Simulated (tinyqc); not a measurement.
Worked calculation: Pariser-Parr-Pople SCF with singles CI, for the molecule C=CC=CC=CC=C(N)Cl (SMILES; centres numbered as the heavy atoms are written). One step of it, computed by the program tinyqc.

Task: Iteration 2: Fock matrix. F_rr = H_rr + P_rr gamma_rr / 2 + sum_(s != r) P_ss gamma_rs; F_rs = H_rs - P_rs gamma_rs / 2; E = tr P (H + F) / 2 + core repulsion sum_(r<s) z_r z_s gamma_rs.

P after iteration 1:
```
             1C         2C         3C         4C         5C         6C         7C         8C
1C     1.165773   0.867887  -0.136870  -0.321464   0.116020   0.186808  -0.133777  -0.076585
2C     0.867887   0.958238   0.476293   0.040136  -0.109427  -0.022302   0.054758   0.001588
3C    -0.136870   0.476293   1.147436   0.745471  -0.148689  -0.273927   0.171764   0.101856
4C    -0.321464   0.040136   0.745471   0.947636   0.552750   0.039425  -0.154351   0.005030
5C     0.116020  -0.109427  -0.148689   0.552750   1.180062   0.684093  -0.235209  -0.154925
6C     0.186808  -0.022302  -0.273927   0.039425   0.684093   0.970732   0.619225  -0.027796
7C    -0.133777   0.054758   0.171764  -0.154351  -0.235209   0.619225   1.329121   0.494845
8C    -0.076585   0.001588   0.101856   0.005030  -0.154925  -0.027796   0.494845   1.186596
9N     0.146540  -0.031041  -0.184284   0.070379   0.237948  -0.173565  -0.333046   0.754262
10Cl   0.060214  -0.011244  -0.077239   0.026302   0.102829  -0.069554  -0.151337   0.332200

             9N       10Cl
1C     0.146540   0.060214
2C    -0.031041  -0.011244
3C    -0.184284  -0.077239
4C     0.070379   0.026302
5C     0.237948   0.102829
6C    -0.173565  -0.069554
7C    -0.333046  -0.151337
8C     0.754262   0.332200
9N     1.257113  -0.325524
10Cl  -0.325524   1.857294
```

core matrix H (eV):
```
              1C          2C          3C          4C          5C          6C          7C          8C
1C    -43.501957   -2.450000    0.000000    0.000000    0.000000    0.000000    0.000000    0.000000
2C     -2.450000  -50.094349   -2.450000    0.000000    0.000000    0.000000    0.000000    0.000000
3C      0.000000   -2.450000  -54.429478   -2.450000    0.000000    0.000000    0.000000    0.000000
4C      0.000000    0.000000   -2.450000  -57.617635   -2.450000    0.000000    0.000000    0.000000
5C      0.000000    0.000000    0.000000   -2.450000  -59.786853   -2.450000    0.000000    0.000000
6C      0.000000    0.000000    0.000000    0.000000   -2.450000  -62.866922   -2.450000    0.000000
7C      0.000000    0.000000    0.000000    0.000000    0.000000   -2.450000  -64.205152   -2.450000
8C      0.000000    0.000000    0.000000    0.000000    0.000000    0.000000   -2.450000  -68.611396
9N      0.000000    0.000000    0.000000    0.000000    0.000000    0.000000    0.000000   -2.120000
10Cl    0.000000    0.000000    0.000000    0.000000    0.000000    0.000000    0.000000   -1.730000

              9N        10Cl
1C      0.000000    0.000000
2C      0.000000    0.000000
3C      0.000000    0.000000
4C      0.000000    0.000000
5C      0.000000    0.000000
6C      0.000000    0.000000
7C      0.000000    0.000000
8C     -2.120000   -1.730000
9N    -60.790197    0.000000
10Cl    0.000000  -63.592246
```

repulsion gamma_rs (eV):
```
             1C         2C         3C         4C         5C         6C         7C         8C
1C    10.320000   7.284509   5.146095   3.638047   2.853311   2.300096   1.943804   1.668646
2C     7.284509  10.320000   7.284906   5.147686   3.638176   2.853311   2.300153   1.944062
3C     5.146095   7.284906  10.320000   7.286845   5.147686   3.638047   2.853311   2.300453
4C     3.638047   5.147686   7.286845  10.320000   7.284906   5.146095   3.637343   2.853311
5C     2.853311   3.638176   5.147686   7.284906  10.320000   7.284509   5.146095   3.638047
6C     2.300096   2.853311   3.638047   5.146095   7.284509  10.320000   7.284906   5.147686
7C     1.943804   2.300153   2.853311   3.637343   5.146095   7.284906  10.320000   7.286845
8C     1.668646   1.944062   2.300453   2.853311   3.638047   5.147686   7.286845  10.320000
9N     1.476015   1.678383   1.959460   2.325780   2.902675   3.742212   5.455815   8.247630
10Cl   1.627711   1.912391   2.196608   2.755922   3.264386   4.633924   5.190533   7.408544

             9N       10Cl
1C     1.476015   1.627711
2C     1.678383   1.912391
3C     1.959460   2.196608
4C     2.325780   2.755922
5C     2.902675   3.264386
6C     3.742212   4.633924
7C     5.455815   5.190533
8C     8.247630   7.408544
9N    17.290000   5.476114
10Cl   5.476114  11.050000
```

Centres (angstrom, eV; a flat drawing with bonds scaled to 1.40 angstrom):
```
centre          x          y  core charge z          W   gamma_rr
1C      -5.234000  -0.173000              1  12.460000  10.320000
2C      -3.981000   0.452000              1  12.460000  10.320000
3C      -2.813000  -0.320000              1  12.460000  10.320000
4C      -1.561000   0.305000              1  12.460000  10.320000
5C      -0.393000  -0.467000              1  12.460000  10.320000
6C       0.860000   0.158000              1  12.460000  10.320000
7C       2.028000  -0.614000              1  12.460000  10.320000
8C       3.280000   0.011000              1  12.460000  10.320000
9N       4.448000  -0.761000              2  22.050000  17.290000
10Cl     3.365000   1.409000              2  23.650000  11.050000
```

Give: F; pi energy.

Result:

F (eV):
```
           1C       2C       3C       4C       5C       6C       7C        8C
1C    -6.1118  -5.6111   0.3522   0.5848  -0.1655  -0.2148   0.1300    0.0639
2C    -5.6111  -5.3318  -4.1849  -0.1033   0.1991   0.0318  -0.0630   -0.0015
3C     0.3522  -4.1849  -5.9523  -5.1661   0.3827   0.4983  -0.2450   -0.1172
4C     0.5848  -0.1033  -5.1661  -5.3382  -4.4634  -0.1014   0.2807   -0.0072
5C    -0.1655   0.1991   0.3827  -4.4634  -6.1352  -4.9416   0.6052    0.2818
6C    -0.2148   0.0318   0.4983  -0.1014  -4.9416  -5.6935  -4.7055    0.0715
7C     0.1300  -0.0630  -0.2450   0.2807   0.6052  -4.7055  -7.8660   -4.2529
8C     0.0639  -0.0015  -0.1172  -0.0072   0.2818   0.0715  -4.2529  -10.2336
9N    -0.1081   0.0260   0.1805  -0.0818  -0.3453   0.3248   0.9085   -5.2304
10Cl  -0.0490   0.0108   0.0848  -0.0362  -0.1678   0.1612   0.3928   -2.9606

           9N      10Cl
1C    -0.1081   -0.0490
2C     0.0260    0.0108
3C     0.1805    0.0848
4C    -0.0818   -0.0362
5C    -0.3453   -0.1678
6C     0.3248    0.1612
7C     0.9085    0.3928
8C    -5.2304   -2.9606
9N    -7.8743    0.8913
10Cl   0.8913  -13.5442
```

pi energy = -183.4645 eV
